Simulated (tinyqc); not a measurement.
G0W0 on RHF in the 6-311g basis, for H2, spin multiplicity 1, step by step. Computed by tinyqc, a small Python program that keeps every step (integrals from PySCF). Settings: charge = 0, multiplicity = 1, basis = 6-311g, method = RHF, energy threshold = 1e-10, iteration cap = 83, orthogonalisation = symmetric, start = Wolfsberg-Helmholz matrix, DIIS depth = 6. Command: `OMP_NUM_THREADS=1 python tinyqc.py 26313 26314 out.jsonl` (the two numbers bound the seeds that draw the settings). One thread of a shared host (Intel(R) Xeon(R) Processor @ 2.60GHz), about 0.04 s of CPU time with the checks. The early iterations of the SCF are left out here.

## One-electron integrals

Geometry (angstrom):
```
atom,x,y,z
H,0.000000,0.000000,0.000000
H,0.000000,0.000000,0.638000
```

Basis 6-311g: exponents (1/bohr^2) and contraction coefficients of normalised primitives:
```
element,l (shell),exponent,coefficient
H,s (1),33.865000,0.025494
H,s (1),5.094790,0.190373
H,s (1),1.158790,0.852161
H,s (2),0.325840,1.000000
H,s (3),0.102741,1.000000
```

Overlap, kinetic and nuclear-attraction integrals over the contracted functions; the nuclear repulsion is the sum of Za Zb / Rab.

nuclear repulsion = 0.82943137 hartree

overlap S, lower triangle:
```
,1H 1s,1H 2s,1H 3s,2H 1s,2H 2s,2H 3s
1H 1s,1.000000
1H 2s,0.706377,1.000000
1H 3s,0.373664,0.788963,1.000000
2H 1s,0.371886,0.484796,0.325532,1.000000
2H 2s,0.484796,0.789135,0.704282,0.706377,1.000000
2H 3s,0.325532,0.704282,0.928049,0.373664,0.788963,1.000000
```

kinetic energy T (hartree), lower triangle:
```
,1H 1s,1H 2s,1H 3s,2H 1s,2H 2s,2H 3s
1H 1s,2.304348
1H 2s,0.549119,0.488760
1H 3s,0.106346,0.184881,0.154112
2H 1s,0.241101,0.281696,0.084124,2.304348
2H 2s,0.281696,0.324805,0.152545,0.549119,0.488760
2H 3s,0.084124,0.152545,0.135903,0.106346,0.184881,0.154112
```

nuclear attraction V (hartree), lower triangle:
```
,1H 1s,1H 2s,1H 3s,2H 1s,2H 2s,2H 3s
1H 1s,-2.934838
1H 2s,-1.626516,-1.600417
1H 3s,-0.809054,-1.064230,-0.976323
2H 1s,-1.053889,-1.160472,-0.717933,-2.934838
2H 2s,-1.160472,-1.331793,-0.978130,-1.626516,-1.600417
2H 3s,-0.717933,-0.978130,-0.926275,-0.809054,-1.064230,-0.976323
```

core Hamiltonian H = T + V (hartree), lower triangle:
```
,1H 1s,1H 2s,1H 3s,2H 1s,2H 2s,2H 3s
1H 1s,-0.630490
1H 2s,-1.077397,-1.111657
1H 3s,-0.702708,-0.879348,-0.822211
2H 1s,-0.812788,-0.878776,-0.633809,-0.630490
2H 2s,-0.878776,-1.006989,-0.825585,-1.077397,-1.111657
2H 3s,-0.633809,-0.825585,-0.790372,-0.702708,-0.879348,-0.822211
```

## Two-electron integrals

Functions are numbered as in S; the eight-fold symmetry (ij|kl) = (ji|kl) = (kl|ij) leaves the list below.

Two-electron integrals (ij|kl) in chemists' order, unique and non-zero (hartree):
```
i,j,k,l,(ij|kl)
1,1,1,1,1.393035
2,1,1,1,0.822971
2,1,2,1,0.509703
2,2,1,1,0.822904
2,2,2,1,0.543028
2,2,2,2,0.644106
3,1,1,1,0.411256
3,1,2,1,0.257757
3,1,2,2,0.279868
3,1,3,1,0.130794
3,2,1,1,0.543681
3,2,2,1,0.365771
3,2,2,2,0.452669
3,2,3,1,0.189803
3,2,3,2,0.325140
3,3,1,1,0.494021
3,3,2,1,0.340115
3,3,2,2,0.445993
3,3,3,1,0.178035
3,3,3,2,0.331779
3,3,3,3,0.361682
4,1,1,1,0.421777
4,1,2,1,0.263673
4,1,2,2,0.283919
4,1,3,1,0.133630
4,1,3,2,0.191718
4,1,3,3,0.178705
4,1,4,1,0.174796
4,2,1,1,0.418013
4,2,2,1,0.276030
4,2,2,2,0.325065
4,2,3,1,0.142172
4,2,3,2,0.226955
4,2,3,3,0.220913
4,2,4,1,0.193324
4,2,4,2,0.238586
4,3,1,1,0.253200
4,3,2,1,0.169566
4,3,2,2,0.205576
4,3,3,1,0.087762
4,3,3,2,0.145467
4,3,3,3,0.144369
4,3,4,1,0.119497
4,3,4,2,0.152754
4,3,4,3,0.099197
4,4,1,1,0.792075
4,4,2,1,0.535533
4,4,2,2,0.651794
4,4,3,1,0.277652
4,4,3,2,0.459441
4,4,3,3,0.451716
4,4,4,1,0.421777
4,4,4,2,0.551750
4,4,4,3,0.357241
4,4,4,4,1.393035
5,1,1,1,0.551750
5,1,2,1,0.343460
5,1,2,2,0.368820
5,1,3,1,0.173937
5,1,3,2,0.249119
5,1,3,3,0.232458
5,1,4,1,0.193324
5,1,4,2,0.207588
5,1,4,3,0.128125
5,1,4,4,0.418013
5,1,5,1,0.238586
5,2,1,1,0.609727
5,2,2,1,0.405508
5,2,2,2,0.488918
5,2,3,1,0.209554
5,2,3,2,0.346338
5,2,3,3,0.345400
5,2,4,1,0.237982
5,2,4,2,0.287861
5,2,4,3,0.185149
5,2,4,4,0.609727
5,2,5,1,0.287861
5,2,5,2,0.401107
5,3,1,1,0.438993
5,3,2,1,0.297993
5,3,2,2,0.376636
5,3,3,1,0.155140
5,3,3,2,0.273724
5,3,3,3,0.285040
5,3,4,1,0.176586
5,3,4,2,0.223816
5,3,4,3,0.146957
5,3,4,4,0.480324
5,3,5,1,0.212963
5,3,5,2,0.316191
5,3,5,3,0.259089
5,4,1,1,0.535533
5,4,2,1,0.360930
5,4,2,2,0.441846
5,4,3,1,0.187155
5,4,3,2,0.313635
5,4,3,3,0.312335
5,4,4,1,0.263673
5,4,4,2,0.343460
5,4,4,3,0.224034
5,4,4,4,0.822971
5,4,5,1,0.276030
5,4,5,2,0.405508
5,4,5,3,0.323455
5,4,5,4,0.509703
5,5,1,1,0.651794
5,5,2,1,0.441846
5,5,2,2,0.555375
5,5,3,1,0.229876
5,5,3,2,0.401823
5,5,3,3,0.414414
5,5,4,1,0.283919
5,5,4,2,0.368820
5,5,4,3,0.243483
5,5,4,4,0.822904
5,5,5,1,0.325065
5,5,5,2,0.488918
5,5,5,3,0.401193
5,5,5,4,0.543028
5,5,5,5,0.644106
6,1,1,1,0.357241
6,1,2,1,0.224034
6,1,2,2,0.243483
6,1,3,1,0.113701
6,1,3,2,0.165186
6,1,3,3,0.155015
6,1,4,1,0.119497
6,1,4,2,0.128125
6,1,4,3,0.079204
6,1,4,4,0.253200
6,1,5,1,0.152754
6,1,5,2,0.185149
6,1,5,3,0.137333
6,1,5,4,0.169566
6,1,5,5,0.205576
6,1,6,1,0.099197
6,2,1,1,0.480324
6,2,2,1,0.323455
6,2,2,2,0.401193
6,2,3,1,0.167903
6,2,3,2,0.288519
6,2,3,3,0.295027
6,2,4,1,0.176586
6,2,4,2,0.212963
6,2,4,3,0.137333
6,2,4,4,0.438993
6,2,5,1,0.223816
6,2,5,2,0.316191
6,2,5,3,0.251981
6,2,5,4,0.297993
6,2,5,5,0.376636
6,2,6,1,0.146957
6,2,6,2,0.259089
6,3,1,1,0.448044
6,3,2,1,0.308814
6,3,2,2,0.406202
6,3,3,1,0.161723
6,3,3,2,0.302804
6,3,3,3,0.331528
6,3,4,1,0.169654
6,3,4,2,0.214862
6,3,4,3,0.141727
6,3,4,4,0.448044
6,3,5,1,0.214862
6,3,5,2,0.326625
6,3,5,3,0.273611
6,3,5,4,0.308814
6,3,5,5,0.406202
6,3,6,1,0.141727
6,3,6,2,0.273611
6,3,6,3,0.311507
6,4,1,1,0.277652
6,4,2,1,0.187155
6,4,2,2,0.229876
6,4,3,1,0.097080
6,4,3,2,0.163625
6,4,3,3,0.163772
6,4,4,1,0.133630
6,4,4,2,0.173937
6,4,4,3,0.113701
6,4,4,4,0.411256
6,4,5,1,0.142172
6,4,5,2,0.209554
6,4,5,3,0.167903
6,4,5,4,0.257757
6,4,5,5,0.279868
6,4,6,1,0.087762
6,4,6,2,0.155140
6,4,6,3,0.161723
6,4,6,4,0.130794
6,5,1,1,0.459441
6,5,2,1,0.313635
6,5,2,2,0.401823
6,5,3,1,0.163625
6,5,3,2,0.294315
6,5,3,3,0.310741
6,5,4,1,0.191718
6,5,4,2,0.249119
6,5,4,3,0.165186
6,5,4,4,0.543681
6,5,5,1,0.226955
6,5,5,2,0.346338
6,5,5,3,0.288519
6,5,5,4,0.365771
6,5,5,5,0.452669
6,5,6,1,0.145467
6,5,6,2,0.273724
6,5,6,3,0.302804
6,5,6,4,0.189803
6,5,6,5,0.325140
6,6,1,1,0.451716
6,6,2,1,0.312335
6,6,2,2,0.414414
6,6,3,1,0.163772
6,6,3,2,0.310741
6,6,3,3,0.344456
6,6,4,1,0.178705
6,6,4,2,0.232458
6,6,4,3,0.155015
6,6,4,4,0.494021
6,6,5,1,0.220913
6,6,5,2,0.345400
6,6,5,3,0.295027
6,6,5,4,0.340115
6,6,5,5,0.445993
6,6,6,1,0.144369
6,6,6,2,0.285040
6,6,6,3,0.331528
6,6,6,4,0.178035
6,6,6,5,0.331779
6,6,6,6,0.361682
```

## Orthogonalisation

S = U s U^T; symmetric (Loewdin) form X = U s^(-1/2) U^T, so that X^T S X = 1.

eigenvalues of S: 0.025096  0.149915  0.152780  0.733054  0.911463  4.027693

X, lower triangle:
```
,1H 1s,1H 2s,1H 3s,2H 1s,2H 2s,2H 3s
1H 1s,1.384597
1H 2s,-0.745481,2.550163
1H 3s,0.218126,-1.238834,3.148874
2H 1s,-0.093313,0.026018,-0.041224,1.384597
2H 2s,0.026018,-0.858456,0.505116,-0.745481,2.550163
2H 3s,-0.041224,0.505116,-2.003420,0.218126,-1.238834,3.148874
```

## Starting guess

The start is the generalised Wolfsberg-Helmholz matrix (K = 1.75) built on H; D = 2 C_occ C_occ^T.

D at the start, lower triangle:
```
,1H 1s,1H 2s,1H 3s,2H 1s,2H 2s,2H 3s
1H 1s,0.001152
1H 2s,-0.020178,0.353432
1H 3s,-0.006671,0.116856,0.038636
2H 1s,0.001152,-0.020178,-0.006671,0.001152
2H 2s,-0.020178,0.353432,0.116856,-0.020178,0.353432
2H 3s,-0.006671,0.116856,0.038636,-0.006671,0.116856,0.038636
```

## Iteration 6 (converged): orbitals

converged F (hartree), lower triangle:
```
,1H 1s,1H 2s,1H 3s,2H 1s,2H 2s,2H 3s
1H 1s,0.495086
1H 2s,-0.514741,-0.410778
1H 3s,-0.502722,-0.399518,-0.250422
2H 1s,-0.581048,-0.583480,-0.486722,0.495086
2H 2s,-0.583480,-0.510221,-0.416441,-0.514741,-0.410778
2H 3s,-0.486722,-0.416441,-0.264327,-0.502722,-0.399518,-0.250422
```

Diagonalise F' = X^T F X, C = X C', fill 1 alpha and 1 beta electrons from the bottom; D = 2 C_occ C_occ^T. Each column has its largest component positive (the first on a tie).

F' = X^T F X (hartree), lower triangle:
```
,1,2,3,4,5,6
1,1.697446
2,-1.168431,0.964676
3,0.015070,-0.378432,0.208322
4,-0.537399,-0.142983,-0.161027,1.697446
5,-0.142983,-0.267757,-0.019797,-1.168431,0.964676
6,-0.161027,-0.019797,-0.126577,0.015070,-0.378432,0.208322
```

orbital energies (hartree): MO1 -0.629289, MO2 0.183301, MO3 0.298059, MO4 0.698988, MO5 2.269942, MO6 2.919888

coefficients C:
```
,MO1,MO2,MO3,MO4,MO5,MO6
1H 1s,0.207823,0.072419,-0.054135,-0.080642,-1.030556,-1.188107
1H 2s,0.285447,-0.095618,-0.667098,-1.995910,1.196839,1.906522
1H 3s,0.112907,2.695311,0.831706,2.428481,-0.486177,-1.290411
2H 1s,0.207823,-0.072419,-0.054135,0.080642,-1.030556,1.188107
2H 2s,0.285447,0.095618,-0.667098,1.995910,1.196839,-1.906522
2H 3s,0.112907,-2.695311,0.831706,-2.428481,-0.486177,1.290411
```

D after iteration 6, lower triangle:
```
,1H 1s,1H 2s,1H 3s,2H 1s,2H 2s,2H 3s
1H 1s,0.086381
1H 2s,0.118645,0.162960
1H 3s,0.046929,0.064458,0.025496
2H 1s,0.086381,0.118645,0.046929,0.086381
2H 2s,0.118645,0.162960,0.064458,0.118645,0.162960
2H 3s,0.046929,0.064458,0.025496,0.046929,0.064458,0.025496
```

## Convergence

Stop when the energy changes by less than 1e-10 hartree and every element of the error matrix X^T (F D S - S D F) X is below 3e-06.

Course of the cycle:
```
iteration,E (hartree),change,largest element of the error matrix
1,-0.85752006,-,4.20e-01
2,-1.11659032,-2.59e-01,5.14e-02
3,-1.12030832,-3.72e-03,1.19e-03
4,-1.12031289,-4.57e-06,1.72e-04
5,-1.12031301,-1.18e-07,1.43e-07
6,-1.12031301,-7.24e-14,5.93e-08
```

PySCF RHF in the same basis = -1.12031301 hartree

Converged in 6 iterations.

## Populations, bond orders and dipole

Mulliken: Z minus the diagonal of D S on the atom; Loewdin: the same with S^(1/2) D S^(1/2); Mayer order: 2 sum_s sum (D(s) S)_ij (D(s) S)_ji over the two atoms.

Charges (e):
```
atom,Mulliken,Loewdin
1H,0,0
2H,0,0
```

Mayer bond orders:
```
pair,order
2-1,1.000000
```

dipole moment about the origin, x y z (debye): 0.000000  0.000000  0.000000

## Integrals over molecular orbitals

(pq|rs) = sum C_ip C_jq C_kr C_ls (ij|kl), one index at a time.

one-electron integrals over orbitals h = C^T H C (hartree), lower triangle:
```
,1,2,3,4,5,6
1,-1.320455
2,0.000000,-0.455475
3,0.140952,0.000000,-0.383181
4,0.000000,0.204601,0.000000,-0.238636
5,0.118969,0.000000,-0.189412,0.000000,1.043154
6,0.000000,0.016634,0.000000,-0.241397,0.000000,1.553894
```

Two-electron integrals over orbitals (pq|rs), unique and non-zero (hartree):
```
p,q,r,s,(pq|rs)
1,1,1,1,0.691166
2,1,2,1,0.035374
2,2,1,1,0.337075
2,2,2,2,0.291806
3,1,1,1,-0.140952
3,1,2,2,-0.019307
3,1,3,1,0.054374
3,2,2,1,0.024435
3,2,3,2,0.044915
3,3,1,1,0.367807
3,3,2,2,0.271141
3,3,3,1,-0.033191
3,3,3,3,0.282235
4,1,2,1,-0.054762
4,1,3,2,-0.015330
4,1,4,1,0.104373
4,2,1,1,-0.129682
4,2,2,2,-0.038211
4,2,3,1,0.033175
4,2,3,3,-0.042318
4,2,4,2,0.046880
4,3,2,1,0.020796
4,3,3,2,0.016650
4,3,4,1,-0.033373
4,3,4,3,0.018987
4,4,1,1,0.520999
4,4,2,2,0.321243
4,4,3,1,-0.079452
4,4,3,3,0.316671
4,4,4,2,-0.099517
4,4,4,4,0.452192
5,1,1,1,-0.118969
5,1,2,2,-0.006245
5,1,3,1,0.058498
5,1,3,3,-0.025481
5,1,4,2,0.019854
5,1,4,4,-0.053597
5,1,5,1,0.104773
5,2,2,1,0.003484
5,2,3,2,0.000847
5,2,4,1,-0.003866
5,2,4,3,-0.004732
5,2,5,2,0.008415
5,3,1,1,0.123955
5,3,2,2,0.027022
5,3,3,1,-0.041729
5,3,3,3,0.036314
5,3,4,2,-0.031048
5,3,4,4,0.074282
5,3,5,1,-0.051180
5,3,5,3,0.039623
5,4,2,1,-0.008535
5,4,3,2,-0.022641
5,4,4,1,-0.002942
5,4,4,3,0.001549
5,4,5,2,-0.011777
5,4,5,4,0.034129
5,5,1,1,0.665780
5,5,2,2,0.325033
5,5,3,1,-0.136661
5,5,3,3,0.359568
5,5,4,2,-0.118665
5,5,4,4,0.494487
5,5,5,1,-0.141523
5,5,5,3,0.129305
5,5,5,5,0.674979
6,1,2,1,-0.027870
6,1,3,2,0.009937
6,1,4,1,0.072699
6,1,4,3,-0.029642
6,1,5,2,0.016136
6,1,5,4,-0.044645
6,1,6,1,0.110952
6,2,1,1,-0.022252
6,2,2,2,0.012171
6,2,3,1,0.017886
6,2,3,3,0.002045
6,2,4,2,-0.000750
6,2,4,4,-0.002736
6,2,5,1,0.030851
6,2,5,3,-0.011282
6,2,5,5,-0.028677
6,2,6,2,0.015857
6,3,2,1,0.025457
6,3,3,2,0.003806
6,3,4,1,-0.051394
6,3,4,3,0.016990
6,3,5,2,-0.002389
6,3,5,4,0.014003
6,3,6,1,-0.053653
6,3,6,3,0.033146
6,4,1,1,0.157048
6,4,2,2,0.017672
6,4,3,1,-0.061585
6,4,3,3,0.039877
6,4,4,2,-0.036174
6,4,4,4,0.088938
6,4,5,1,-0.081504
6,4,5,3,0.050531
6,4,5,5,0.164171
6,4,6,2,-0.028721
6,4,6,4,0.087926
6,5,2,1,0.062102
6,5,3,2,0.015370
6,5,4,1,-0.122272
6,5,4,3,0.046687
6,5,5,2,-0.012212
6,5,5,4,0.037987
6,5,6,1,-0.139327
6,5,6,3,0.081313
6,5,6,5,0.215350
6,6,1,1,0.738473
6,6,2,2,0.344991
6,6,3,1,-0.167148
6,6,3,3,0.375691
6,6,4,2,-0.141485
6,6,4,4,0.554126
6,6,5,1,-0.196266
6,6,5,3,0.157673
6,6,5,5,0.755921
6,6,6,2,-0.044469
6,6,6,4,0.217167
6,6,6,6,0.896708
```

## Screening: direct RPA

With D = e_a - e_i and K = (ia|jb): diagonalise D^(1/2) (D + 4K) D^(1/2) = Z w^2 Z^T; X + Y = D^(1/2) Z w^(-1/2), each column of Z with its largest component positive (the first on a tie); E_c = (sum w - tr (D + 2K)) / 2.

D^(1/2) (D + 4K) D^(1/2) (hartree^2), lower triangle:
```
,1>2,1>3,1>4,1>5,1>6
1>2,0.775281
1>3,0.000000,1.061669
1>4,-0.227572,0.000000,2.318868
1>5,0.000000,0.383676,0.000000,9.620581
1>6,-0.189323,0.000000,0.631389,0.000000,14.171816
```

excitation energies w (hartree): 0.861227  1.022010  1.521804  3.104472  3.769399

X + Y:
```
,1,2,3,4,5
1>2,0.961771,0.000000,-0.101795,0.000000,-0.006953
1>3,0.000000,0.951612,0.000000,0.024427,0.000000
1>4,0.173760,0.000000,0.923723,0.000000,0.031646
1>5,0.000000,-0.075276,0.000000,0.965414,0.000000
1>6,0.014982,0.000000,-0.083810,0.000000,0.968860
```

RPA correlation energy = -0.02870259 hartree

## G0W0 on Hartree-Fock: HOMO

W(p,q,m) = sqrt2 sum_ia (pq|ia) (X+Y)_ia,m; Sigma_c(x) = sum_(i,m) W^2/(x - e_i + w_m) + sum_(a,m) W^2/(x - e_a - w_m); solve x = e_p + Sigma_c(x) by Newton steps; Z = 1/(1 - dSigma/dx); 1 hartree = 27.211386 eV.

The 12 largest terms at x = e_p (hartree; W for the signs of X + Y given):
```
q,m,W,term
1,2,-0.177025,0.030663
1,4,-0.167298,0.009016
4,3,0.135614,-0.006453
5,4,0.145067,-0.003505
6,5,0.155551,-0.003306
2,3,-0.073327,-0.002303
3,2,0.066948,-0.002299
4,5,0.104820,-0.002155
3,4,0.081746,-0.001657
6,3,0.085831,-0.001453
5,2,0.067572,-0.001164
4,1,-0.047296,-0.001022
```

Newton steps (hartree):
```
step,x,Sigma_c(x),Z
0,-0.629289,0.013229,0.960830
1,-0.616578,0.012716,0.961463
2,-0.616574,0.012715,0.961463
```

quasiparticle energy of the HOMO = -16.777833 eV

Hartree-Fock value = -17.123835 eV

## G0W0 on Hartree-Fock: LUMO

As before.

The 12 largest terms at x = e_p (hartree; W for the signs of X + Y given):
```
q,m,W,term
1,3,-0.073327,0.002303
4,2,0.042533,-0.001176
3,1,0.029678,-0.000902
1,1,0.034067,0.000693
2,2,-0.025319,-0.000627
3,3,-0.024722,-0.000373
1,5,-0.040986,0.000367
6,4,0.042738,-0.000313
4,4,0.028253,-0.000220
6,2,0.020787,-0.000115
5,5,0.021901,-0.000082
3,5,0.012689,-0.000041
```

Newton steps (hartree):
```
step,x,Sigma_c(x),Z
0,0.183301,-0.000536,0.995820
1,0.182767,-0.000534,0.995822
2,0.182767,-0.000534,0.995822
```

quasiparticle energy of the LUMO = 4.973331 eV

Hartree-Fock value = 4.987864 eV
